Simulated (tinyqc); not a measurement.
Inside a calculation. Model: double-gate transistor below threshold, two-dimensional Poisson equation on a small mesh.

Computed by the program tinyqc: `OMP_NUM_THREADS=1 python tinyqc.py 2480162 2480163 out.jsonl`, one thread of a shared Intel Xeon 2.30GHz, about 0.1 s for the whole run. Printed values are rounded.

Half of a symmetric double-gate structure: row 0 is the mid-plane of the body, where the normal field vanishes. Mobile charge is neglected (subthreshold), the body is fully depleted, and potentials are counted from the intrinsic level; rows run upward to the gate, columns from source to drain.

Values chosen for this exercise; semiconductor permittivity close to that of silicon: temperature T = 350 K; relative permittivity of the semiconductor eps_r = 11.7; relative permittivity of the insulator eox = 9; half the body thickness tb = 6 nm; insulator thickness tox = 2.9 nm; channel length L = 28 nm; acceptor density of the depleted body Na = 0 cm^-3; potential of the source Vbi = 0.55 V; gate offset Vfb = 0.11 V; gate voltage Vg = 0.1 V; drain voltage Vd = 0.7 V.

Constants: q = 1.602176634e-19 C, kB = 1.380649e-23 J/K, Vt = kB T/q, eps0 = 8.8541878128e-14 F/cm where lengths are in cm. Results are converted to the units shown.

## Coefficients of the five-point equations

Mesh: rows i = 0..3 in the semiconductor (step hs = tb/3, row 3 on the interface), then 2 step(s) ho = tox/2 up to the gate row 5; columns j = 0..6 (step hy = L/6). Box integration, divided by eps0: up_i = eps hy/h of the interval above row i, dn_i = that of the interval below (0 for row 0), lat_i = (sum of eps h/2 over the intervals above and below)/hy, s_i = -q Na w_i hy/eps0 with w_i the semiconductor height of the box (hs/2 for row 0 and the interface row, hs between, 0 in the insulator). Each free node obeys (up + dn + 2 lat) psi = up psi(above) + dn psi(below) + lat [psi(left) + psi(right)] + s.

up, row 0 to 4: [27.3, 27.3, 27.3, 28.9655, 28.9655]
dn, row 0 to 4: [0, 27.3, 27.3, 27.3, 28.9655]
lat, row 0 to 4: [2.50714, 5.01429, 5.01429, 3.90536, 2.79643]
s, row 0 to 4 (V): [0, 0, 0, 0, 0]

## Iteration 1: over-relaxation sweep (omega = 1.2)

psi at the start (fixed values on the edges, free nodes at the gate value) (V):
```
            j=0       j=1       j=2       j=3       j=4       j=5       j=6
row 0   0.55000  -0.01000  -0.01000  -0.01000  -0.01000  -0.01000   1.25000
row 1   0.55000  -0.01000  -0.01000  -0.01000  -0.01000  -0.01000   1.25000
row 2   0.55000  -0.01000  -0.01000  -0.01000  -0.01000  -0.01000   1.25000
row 3   0.55000  -0.01000  -0.01000  -0.01000  -0.01000  -0.01000   1.25000
row 4   0.27000  -0.01000  -0.01000  -0.01000  -0.01000  -0.01000   0.62000
row 5  -0.01000  -0.01000  -0.01000  -0.01000  -0.01000  -0.01000  -0.01000
```

Free nodes: rows 0..4, columns 1..5, taken row by row from row 0, left to right. t = (up psi(above) + dn psi(below) + lat [psi(left) + psi(right)] + s)/(up + dn + 2 lat), with the newest neighbours; psi(new) = psi + 1.2 (t - psi).

psi after iteration 1 (V):
```
            j=0       j=1       j=2       j=3       j=4       j=5       j=6
row 0   0.55000   0.04214  -0.00515  -0.00955  -0.00996   0.10731   1.25000
row 1   0.55000   0.06857  -0.00022  -0.00886  -0.00987   0.16679   1.25000
row 2   0.55000   0.08196   0.00352  -0.00816  -0.00976   0.19695   1.25000
row 3   0.55000   0.07798   0.00335  -0.00809  -0.00974   0.18798   1.25000
row 4   0.27000   0.05293   0.00063  -0.00839  -0.00977   0.13162   0.62000
row 5  -0.01000  -0.01000  -0.01000  -0.01000  -0.01000  -0.01000  -0.01000
```

## Iteration 2: over-relaxation sweep (omega = 1.2)

As before.

psi after iteration 2 (V):
```
            j=0       j=1       j=2       j=3       j=4       j=5       j=6
row 0   0.55000   0.11181   0.01032  -0.00704   0.00132   0.26413   1.25000
row 1   0.55000   0.13570   0.01887  -0.00510   0.01275   0.31793   1.25000
row 2   0.55000   0.14345   0.02315  -0.00380   0.02146   0.33543   1.25000
row 3   0.55000   0.12693   0.02020  -0.00411   0.02107   0.29826   1.25000
row 4   0.27000   0.06769   0.00859  -0.00611   0.01464   0.16493   0.62000
row 5  -0.01000  -0.01000  -0.01000  -0.01000  -0.01000  -0.01000  -0.01000
```

## Course of the iteration: over-relaxation sweep (omega = 1.2)

Stop when the largest change of psi is below 1e-7 V, or after 400 iterations. Fixed values: gate row Vg - Vfb; column 0 at Vbi and the last column at Vbi + Vd in the semiconductor, each running linearly to Vg - Vfb across the insulator.

Course of the iteration:
```
iteration  psi at row 0, j = 3 (V)  largest |change| of one entry (V)
1                      -0.00954806                              0.207
2                      -0.00703944                              0.157
3                      -6.57841e-4                              0.125
4                        0.0124259                             0.0887
5                        0.0327996                             0.0605
6                        0.0572807                             0.0466
7                        0.0827045                             0.0359
8                         0.105818                             0.0276
9                         0.125721                             0.0214
...                            ...                                ...
61                        0.218315                            5.13e-7
62                        0.218316                            4.18e-7
63                        0.218316                            3.41e-7
64                        0.218316                            2.78e-7
65                        0.218317                            2.27e-7
66                        0.218317                            1.85e-7
67                        0.218317                            1.51e-7
68                        0.218317                            1.23e-7
69                        0.218317                            1.00e-7
```

Converged in 69 iterations. At the end each change is about 0.82 times the one before: linear convergence.

## Barrier, swing and barrier lowering

converged psi (V):
```
            j=0       j=1       j=2       j=3       j=4       j=5       j=6
row 0   0.55000   0.31814   0.20993   0.21832   0.35433   0.67771   1.25000
row 1   0.55000   0.30678   0.19922   0.20660   0.33712   0.65485   1.25000
row 2   0.55000   0.27051   0.16741   0.17226   0.28553   0.58103   1.25000
row 3   0.55000   0.20185   0.11576   0.11800   0.20047   0.43862   1.25000
row 4   0.27000   0.10179   0.05517   0.05605   0.09932   0.22711   0.62000
row 5  -0.01000  -0.01000  -0.01000  -0.01000  -0.01000  -0.01000  -0.01000
```

d psi/dVg on row 0: j=0 0.000000, j=1 0.441842, j=2 0.678977, j=3 0.749101, j=4 0.678977, j=5 0.441842, j=6 0.000000
d psi/dVd on row 0: j=0 0.00000, j=1 0.02225, j=2 0.05737, j=3 0.12545, j=4 0.26365, j=5 0.53591, j=6 1.00000

The barrier is read along row 0, the path farthest from the gate. Take the node j of lowest psi: barrier Vbi - psi_j; swing Vt ln 10/(d psi_j/dVg); DIBL = (d psi_j/dVd)/(d psi_j/dVg). The derivatives solve the same equations with s = 0 and a unit change of that voltage.

j = 2
barrier = 0.340068 V
swing = 102.283 mV/decade
DIBL = 84.4940 mV/V

A mesh of 12, 8 and 80 steps (semiconductor, insulator, channel) gives a barrier of 0.362 V, a swing of 93.6 mV a decade and a DIBL of 104 mV/V; the small mesh puts the barrier 6.0 % below that.
